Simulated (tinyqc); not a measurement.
# Box-like doped layer, carriers, mobility and sheet resistance: effects of single changes

An n-type layer from the surface x = 0 to the junction xj, N(x) = N0 for x < xb and N0 10^(-(x - xb)/Lt) beyond. Local neutrality (no depletion at surface or junction, no spilling of carriers), intrinsic carriers neglected, full ionisation of active dopants.

Values chosen for this exercise; values close to those of phosphorus in silicon over a p-type background:
- T = 300 K (temperature)
- Nb = 4.7e16 cm^-3 (background doping of the opposite type)
- N0 = 8.4e19 cm^-3 (peak chemical concentration)
- m1 = 71.2 cm^2/(V s) (mobility limit at high doping)
- m2 = 1440 cm^2/(V s) (mobility limit at low doping, at 300 K)
- Nr = 9.54e16 cm^-3 (reference doping of the mobility law)
- am = 0.738 (exponent of the mobility law)
- bt = 2.2 (temperature exponent of m2)
- Ns = 4.07e20 cm^-3 (solubility limit of active dopant)
- xb = 14 nm (depth of the flat top)
- Lt = 1.7 nm/decade (abruptness of the tail)

Constants: q = 1.602176634e-19 C. Results are converted to the units shown.

Each table varies one quantity; the others keep the values above.

## Effect of the peak chemical concentration

xj = xb + Lt log10(N0/Nb). Active dopant A = min(N, Ns); n = A - Nb; mobility mu = m1 + (m2 (T/300 K)^(-bt) - m1)/(1 + ((A + Nb)/Nr)^am). Dose = integral of N, carrier sheet density = integral of n, 1/Rs = q integral of n mu, mean mobility 1/(q Rs sheet density), Hall mobility (unit Hall factor) = integral of n mu^2 over integral of n mu, Hall sheet density = (integral of n mu)^2/integral of n mu^2; all from 0 to xj. Integrals on 4000 steps.

Result of one run:

| N0 (cm^-3) | xj (nm) | dose (cm^-2) | carriers (cm^-2) | Rs (ohm/square) | mean mobility (cm^2/(V s)) | Rs xj (ohm nm) | Hall/true sheet density |
|---|---|---|---|---|---|---|---|
| 7.9e19 | 19.48 | 1.164e14 | 1.163e14 | 657.3 | 81.62 | 1.281e4 | 0.9869 |

What becomes of these results when the peak chemical concentration N0 is changed from 7.9e19 to 3.9e18 cm^-3, all else the same?

Result of the changed run:

| N0 (cm^-3) | xj (nm) | dose (cm^-2) | carriers (cm^-2) | Rs (ohm/square) | mean mobility (cm^2/(V s)) | Rs xj (ohm nm) | Hall/true sheet density |
|---|---|---|---|---|---|---|---|
| 3.9e18 | 17.26 | 5.744e12 | 5.663e12 | 7000 | 157.5 | 1.208e5 | 0.9719 |

The whole series:

| N0 (cm^-3) | xj (nm) | dose (cm^-2) | carriers (cm^-2) | Rs (ohm/square) | mean mobility (cm^2/(V s)) | Rs xj (ohm nm) | Hall/true sheet density |
|---|---|---|---|---|---|---|---|
| 5.3e17 | 15.79 | 7.777e11 | 7.035e11 | 2.451e4 | 362.0 | 3.870e5 | 0.9945 |
| 1.5e18 | 16.56 | 2.207e12 | 2.129e12 | 1.268e4 | 231.1 | 2.100e5 | 0.9831 |
| 3.9e18 | 17.26 | 5.744e12 | 5.663e12 | 7000 | 157.5 | 1.208e5 | 0.9719 |
| 1.1e19 | 18.03 | 1.621e13 | 1.612e13 | 3408 | 113.6 | 6.143e4 | 0.9695 |
| 2.9e19 | 18.74 | 4.274e13 | 4.265e13 | 1581 | 92.58 | 2.963e4 | 0.9770 |
| 7.9e19 | 19.48 | 1.164e14 | 1.163e14 | 657.3 | 81.62 | 1.281e4 | 0.9869 |
| 2.2e20 | 20.24 | 3.242e14 | 3.241e14 | 252.8 | 76.16 | 5117 | 0.9939 |
| 5.9e20 | 20.97 | 8.696e14 | 6.109e14 | 137.4 | 74.36 | 2881 | 0.9964 |
| 1.6e21 | 21.70 | 2.358e15 | 6.409e14 | 131.0 | 74.35 | 2843 | 0.9966 |

As N0 goes from 5.3e17 to 1.6e21, xj rises from 15.8 to 21.7 nm, Rs falls from 24500 to 131 ohm/square, the mean mobility falls from 362 to 74.4 cm^2/(V s) and the share of the dose that conducts goes from 90.5 through a maximum of 100 (at N0 = 2.2e20 among the rows listed) to 27.2 %. Rs goes as dose^(-0.63) at the low end and dose^(-0.05) at the high end; constant mobility and activation would give -1. Above N0 = Ns = 4.07e20 cm^-3 added dopant only widens the clipped top. For N0 = 5.3e17, 1.5e18, 3.9e18 depletion at the junction, left out, would remove a tenth of the carriers or more.

## Effect of the abruptness of the tail

Same model as above.

Integrals on 4000 steps.

Effect of the abruptness of the tail:

| Lt (nm/decade) | xj (nm) | dose (cm^-2) | carriers (cm^-2) | Rs (ohm/square) | mean mobility (cm^2/(V s)) | Rs xj (ohm nm) | Hall/true sheet density |
|---|---|---|---|---|---|---|---|
| 0.42 | 15.37 | 1.191e14 | 1.191e14 | 650.9 | 80.54 | 1.000e4 | 0.9967 |
| 0.63 | 16.05 | 1.199e14 | 1.198e14 | 645.9 | 80.64 | 1.037e4 | 0.9951 |
| 0.94 | 17.06 | 1.210e14 | 1.209e14 | 638.7 | 80.80 | 1.089e4 | 0.9928 |
| 1.4 | 18.55 | 1.227e14 | 1.226e14 | 628.3 | 81.02 | 1.166e4 | 0.9895 |
| 2.1 | 20.83 | 1.253e14 | 1.252e14 | 613.0 | 81.35 | 1.277e4 | 0.9848 |
| 3.1 | 24.08 | 1.289e14 | 1.288e14 | 592.5 | 81.80 | 1.427e4 | 0.9786 |
| 4.6 | 28.96 | 1.344e14 | 1.342e14 | 564.1 | 82.42 | 1.634e4 | 0.9705 |
| 6.8 | 36.11 | 1.424e14 | 1.422e14 | 527.1 | 83.26 | 1.904e4 | 0.9604 |

What does the comparison show?

As Lt goes from 0.42 to 6.8, xj rises from 15.4 to 36.1 nm, Rs falls from 651 to 527 ohm/square, the mean mobility rises from 80.5 to 83.3 cm^2/(V s) and the share of the dose that conducts stays near 99.9 %.

Program tinyqc, `OMP_NUM_THREADS=1 python tinyqc.py 2110095 2110096 out.jsonl`; Intel Xeon 2.30GHz, shared host, one thread, about 0.01 s.
